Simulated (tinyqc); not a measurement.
Scale length and length offset from two DIBL values.

Inverse problem. DIBL = exp(-Le/(2 l)) + 2 exp(-Le/l) with Le = L - dL. Find l, dL and the drawn length for a DIBL of 100 mV/V.

DIBL at drawn lengths 71 and 110 nm (mV/V): 88.327859  17.674702

Answer. With e = exp(-Le/(2 l)), 2 e^2 + e = DIBL gives e and so Le/l at each length; Le/l is a straight line in L with slope 1/l.

l = 13.00 nm
dL = 4.200 nm
length for 100 mV/V = 68.17 nm

Numbers from tinyqc (`OMP_NUM_THREADS=1 python tinyqc.py 2002128 2002129 out.jsonl`; about 0.01 s on one thread of a shared Intel Xeon 2.30GHz).
